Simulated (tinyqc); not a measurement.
# Small-signal admittance of a forward-biased p+-n diode: two studies

Holes injected into a neutral base of width wb with an ohmic contact at its end; low injection, p0 far above the equilibrium density. A small voltage v exp(i w t), w = 2 pi f, modulates the edge density by p0 v/Vt, and the small-signal density obeys Dp d2p/dx2 = (1/tau + i w) p.

Parameters, values chosen for the exercise; permittivity close to that of gallium arsenide: temperature T = 350 K; relative permittivity eps_r = 12.9; donor density of the base Nd = 1.4e15 cm^-3; hole diffusion coefficient Dp = 9.6 cm^2/s; hole lifetime tau = 3e-9 s; width of the neutral base wb = 2 um; excess hole density at the junction edge p0 = 2e13 cm^-3; acceptor density of the p+ side Na = 8e18 cm^-3; series resistance Rs = 0.0014 ohm cm^2; signal frequency f = 7e6 Hz.

Constants: q = 1.602176634e-19 C, kB = 1.380649e-23 J/K, Vt = kB T/q, eps0 = 8.8541878128e-14 F/cm where lengths are in cm. Results are converted to the units shown.

Each table varies one quantity; the others keep the values above.

## Admittance against frequency

L = sqrt(Dp tau); direct current J = (q Dp p0/L) coth(wb/L); k = sqrt(1 + i w tau)/L; diffusion admittance Y = (q Dp p0/Vt) k coth(k wb) = G + i w C_diff; junction capacitance C_j = sqrt(q eps0 eps_r Nd/(2 Vr)) in the depletion approximation, with the remaining barrier Vr = Vt ln(Na/p0), a rough value under forward bias; base-width modulation is left out. Measured admittance 1/[Rs + 1/(Y + i w C_j)].

The same in every row: C_j (uF/cm^2) = 0.01815.

Admittance against frequency:

| f (Hz) | w tau | G (S/cm^2) | C_diff (uF/cm^2) | measured G (S/cm^2) | measured C (uF/cm^2) | phase of the measured Y (degrees) |
|---|---|---|---|---|---|---|
| 3e5 | 0.005655 | 7.267 | 0.005990 | 7.194 | 0.02365 | 0.3551 |
| 1e6 | 0.01885 | 7.267 | 0.005990 | 7.194 | 0.02365 | 1.183 |
| 4e6 | 0.07540 | 7.268 | 0.005990 | 7.196 | 0.02365 | 4.723 |
| 2e7 | 0.3770 | 7.289 | 0.005983 | 7.228 | 0.02364 | 22.35 |
| 8e7 | 1.508 | 7.601 | 0.005877 | 7.719 | 0.02351 | 56.85 |
| 3e8 | 5.655 | 10.67 | 0.004867 | 13.02 | 0.02226 | 72.76 |
| 1e9 | 18.85 | 18.98 | 0.002860 | 40.32 | 0.01931 | 71.61 |
| 6e9 | 113.1 | 45.39 | 0.001194 | 364.7 | 0.008900 | 42.62 |
| 2e10 | 377.0 | 82.62 | 6.558e-4 | 648.9 | 0.001543 | 16.64 |

Read the table: what changes, and by how much?

G starts at J/Vt = 7.27 S/cm^2 and C_diff at (J tau/(2 Vt))(1 - 2 x/sinh 2x) = 0.00599 uF/cm^2, x = wb/L = 1.18. Between the last two rows G goes as f^(0.50) and C_diff as f^(-0.50); the limits are 1/2 and -1/2, reached when the signal penetrates only sqrt(Dp/w). The measured C is 2.0 % below C_diff + C_j in the first row and 92 % below it in the last, the difference being due to Rs.

## Effect of the hole lifetime

Same model as above.

The same in every row: C_j (uF/cm^2) = 0.018146.

Effect of the hole lifetime:

| tau (s) | w tau | G (S/cm^2) | C_diff (uF/cm^2) | measured G (S/cm^2) | measured C (uF/cm^2) | phase of the measured Y (degrees) |
|---|---|---|---|---|---|---|
| 3e-11 | 0.0013195 | 60.100 | 9.0150e-4 | 55.436 | 0.016205 | 0.73661 |
| 1e-10 | 0.0043982 | 32.918 | 0.0016458 | 31.469 | 0.018086 | 1.4480 |
| 6e-10 | 0.026389 | 13.579 | 0.0038524 | 13.326 | 0.021185 | 3.9995 |
| 3e-9 | 0.13195 | 7.2700 | 0.0059896 | 7.1983 | 0.023651 | 8.2230 |
| 1e-8 | 0.43982 | 5.7924 | 0.0067103 | 5.7474 | 0.024458 | 10.601 |
| 6e-8 | 2.6389 | 5.2209 | 0.0070164 | 5.1847 | 0.024798 | 11.880 |
| 3e-7 | 13.195 | 5.1270 | 0.0070683 | 5.0922 | 0.024856 | 12.117 |

As tau goes from 3e-11 to 3e-7, G falls from 60.1 to 5.13 S/cm^2, C_diff rises from 9.01e-4 to 0.00707 uF/cm^2 and the measured C rises from 0.0162 to 0.0249 uF/cm^2. C_diff stays below C_j.

Computed by the program tinyqc: `OMP_NUM_THREADS=1 python tinyqc.py 2890111 2890112 out.jsonl`, one thread of a shared Intel Xeon 2.30GHz, about 0.01 s for the whole run.
